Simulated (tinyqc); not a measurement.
Comparisons within one model: electrons shared among three sets of ellipsoidal valleys. A value that a table varies takes the place of the one given here.

F_j(eta) = (1/Gamma(j + 1)) integral_0^infinity x^j dx/(1 + exp(x - eta)), which tends to exp(eta) for eta << 0.

Sets Delta2, Delta4, L: N_i = M_i times N = 2 (m kB T/(4 pi c))^(3/2) with c = hbar^2/2m0, in 1/angstrom^3; times 1e24 for 1/cm^3, m = (ml mt^2)^(1/3); n = sum_i N_i F_1/2((EF - dE_i)/kT), energies from the edge of the first set; mu_drift = sum of share times mobility.

Constants: hbar^2/2m0 = 3.80998211 eV angstrom^2; kB = 8.617333262e-05 eV/K.

Values chosen for the exercise (masses and offsets near those of Si; mobilities are free inputs, held fixed; not measured data):
- dE = (0, 0.022, 0.864) eV (edges of Delta2, Delta4, L above the first, the first two split by strain)
- M = (2, 4, 4) (valleys in each set)
- ml = (0.923, 0.923, 1.681) m0 (longitudinal masses of Delta2, Delta4, L)
- mt = (0.1928, 0.1928, 0.1194) m0 (transverse masses)
- mu = (2000, 1100, 540) cm^2/(V s) (mobility of each set, for current in the plane normal to the Delta2 axis)
- n = 2.8e+19 1/cm^3 (total electron density)
- T = 300 K

## Transfer between valleys with temperature

Offsets, masses and mobilities are held fixed; n is fixed too, so the high values of T stand for hot electrons, not for the lattice.

Populations:

| T (K) | EF (eV) | share Delta2 | share Delta4 | share L | mu_drift |
|---|---|---|---|---|---|
| 77 | 0.0438 | 0.5663 | 0.4337 | 0.0000 | 1610 |
| 150 | 0.0395 | 0.5386 | 0.4614 | 0.0000 | 1585 |
| 300 | 0.0226 | 0.4819 | 0.5181 | 0.0000 | 1534 |
| 450 | -0.0023 | 0.4449 | 0.5551 | 0.0000 | 1500 |
| 600 | -0.0333 | 0.4214 | 0.5786 | 0.0000 | 1479 |
| 900 | -0.1082 | 0.3946 | 0.6054 | 0.0000 | 1455 |
| 1200 | -0.1959 | 0.3799 | 0.6199 | 0.0002 | 1442 |
| 2000 | -0.4726 | 0.3602 | 0.6357 | 0.0041 | 1422 |

The share of Delta2 goes from 0.566 to 0.360 and the mean mobility from 1610 to 1422 cm^2/(V s). Delta2 and Delta4 hold equal numbers between T = 150 and 300 K. The share of L is at most 0.0041.

## Transfer between valleys with doping

Parabolic valleys; band tails and gap narrowing are left out.

Populations:

| n (1/cm^3) | EF (eV) | share Delta2 | share Delta4 | share L | mu_drift |
|---|---|---|---|---|---|
| 1.0e+16 | -0.1926 | 0.5394 | 0.4606 | 0.0000 | 1585 |
| 1.0e+17 | -0.1331 | 0.5391 | 0.4609 | 0.0000 | 1585 |
| 1.0e+18 | -0.0732 | 0.5365 | 0.4635 | 0.0000 | 1583 |
| 3.0e+18 | -0.0440 | 0.5310 | 0.4690 | 0.0000 | 1578 |
| 1.0e+19 | -0.0103 | 0.5140 | 0.4860 | 0.0000 | 1563 |
| 3.0e+19 | 0.0251 | 0.4791 | 0.5209 | 0.0000 | 1531 |
| 1.0e+20 | 0.0785 | 0.4234 | 0.5766 | 0.0000 | 1481 |

The share of Delta2 goes from 0.539 to 0.423 and the mean mobility from 1585 to 1481 cm^2/(V s). Delta2 and Delta4 hold equal numbers between n = 1e+19 and 3e+19 1/cm^3. The share of L is at most 9.9e-15.

## Moving the second set by strain or alloying

The second entry of dE is replaced by the values listed; a negative value puts that set lowest.

Populations:

| offset (eV) | EF (eV) | share Delta2 | share Delta4 | share L | mu_drift |
|---|---|---|---|---|---|
| -0.100 | -0.0766 | 0.0169 | 0.9831 | 0.0000 | 1115 |
| -0.050 | -0.0298 | 0.0949 | 0.9051 | 0.0000 | 1185 |
| 0.000 | 0.0092 | 0.3333 | 0.6667 | 0.0000 | 1400 |
| 0.025 | 0.0243 | 0.5028 | 0.4972 | 0.0000 | 1553 |
| 0.050 | 0.0362 | 0.6721 | 0.3279 | 0.0000 | 1705 |
| 0.100 | 0.0501 | 0.9081 | 0.0919 | 0.0000 | 1917 |
| 0.150 | 0.0541 | 0.9839 | 0.0161 | 0.0000 | 1985 |
| 0.200 | 0.0548 | 0.9976 | 0.0024 | 0.0000 | 1998 |
| 0.300 | 0.0550 | 0.9999 | 0.0001 | 0.0000 | 2000 |

The share of Delta2 goes from 0.017 to 1.000 and the mean mobility from 1115 to 2000 cm^2/(V s). Delta2 and Delta4 hold equal numbers between offset = 0 and 0.025 eV. The share of L is at most 1.4e-14. With Boltzmann statistics the first two sets are equal at kT ln(N_2/N_1) = 0.0179 eV.

## What moves the populations

All else solved anew. Each row changes one parameter from the base and keeps the others.

Results:

| case | EF (eV) | share Delta2 | share Delta4 | share L | mu_drift (cm^2/(V s)) |
|---|---|---|---|---|---|
| base | 0.0226 | 0.4819 | 0.5181 | 0.0000 | 1534 |
| T = 350 K | 0.0151 | 0.4676 | 0.5324 | 0.0000 | 1521 |
| n = 8.4e+19 1/cm^3 | 0.0691 | 0.4315 | 0.5685 | 0.0000 | 1488 |
| dE = (0, 0.0176, 0.864) eV | 0.0201 | 0.4513 | 0.5487 | 0.0000 | 1506 |
| mt = (0.1928, 0.2314, 0.1194) m0 | 0.0192 | 0.4404 | 0.5596 | 0.0000 | 1496 |
| ml = (0.923, 1.1076, 1.681) m0 | 0.0209 | 0.4611 | 0.5389 | 0.0000 | 1515 |
| mu = (2400, 1100, 540) cm^2/(V s) | 0.0226 | 0.4819 | 0.5181 | 0.0000 | 1726 |

The largest shifts from the base row, up to three for each result and ties (the steps differ in size, so this ranks the rows, not the parameters). EF (eV): n +0.0464, T -0.0076, mt -0.0034; unchanged at the printed digits by mu. share Delta2: n -0.0504, mt -0.0415, dE -0.0306; unchanged at the printed digits by mu. share Delta4: n +0.0504, mt +0.0415, dE +0.0306; unchanged at the printed digits by mu. share L: unchanged at the printed digits by T, n, dE, mt, ml and mu. mu_drift (cm^2/(V s)): mu +193, n -45, mt -37.

tinyqc: `OMP_NUM_THREADS=1 python tinyqc.py 1650694 1650695 out.jsonl`; about 0.01 s, one thread, shared Intel(R) Xeon(R) Processor @ 2.30GHz.
